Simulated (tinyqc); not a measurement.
Finnis-Sinclair potential for a bcc metal: fit to cohesion and elasticity, then vacancy, surfaces and structure: one step, computed by the program tinyqc.

E = (1/2) sum V(r) - A sqrt(rho), rho = sum phi(r), phi = (r - d)^2 for r < d, V = (r - c)^2 (c0 + c1 r + c2 r^2) for r < c. In bcc the 8 first neighbours lie at sqrt(3) a/2 and the 6 second at a; both cut-offs lie below the third shell; Omega = a^3/2; E is per atom and z the number of atoms in a shell. The four constants A, c0, c1, c2 are fitted to E_c, zero pressure, B and C12 - C44 alone, so C44 and C11 - C12 are not matched singly; defects are unrelaxed.

Task: Unrelaxed vacancy. E_v = -A sum_shells z [sqrt(rho - phi(r)) - sqrt(rho)] - (1/2) sum z V(r): the neighbours lose one bond each, and the atom is put back in the bulk.

Inputs (values chosen for the exercise, modelled on niobium):

| quantity | value | unit |
|---|---|---|
| lattice constant a | 3.3 | angstrom |
| cohesive energy E_c | 7.6 | eV |
| density cut-off d/a | 1.196 | - |
| pair cut-off c/a | 1.267 | - |

c0, c1, c2 (eV/angstrom^2, eV/angstrom^3, eV/angstrom^4): -0.990382  1.603036  -0.388606

A = 3.082994 eV/angstrom

rho = 11.99601 angstrom^2

Give: V at the two shells; phi at the two shells; vacancy energy E_v; E_v/E_c.

Result:

V at the two shells (eV): 0.7301  0.0526

phi at the two shells (angstrom^2): 1.186  0.418

vacancy energy E_v = 2.381 eV

E_v/E_c = 0.3133

A pair potential would give E_v = E_c; the square root lowers the ratio to 0.31.
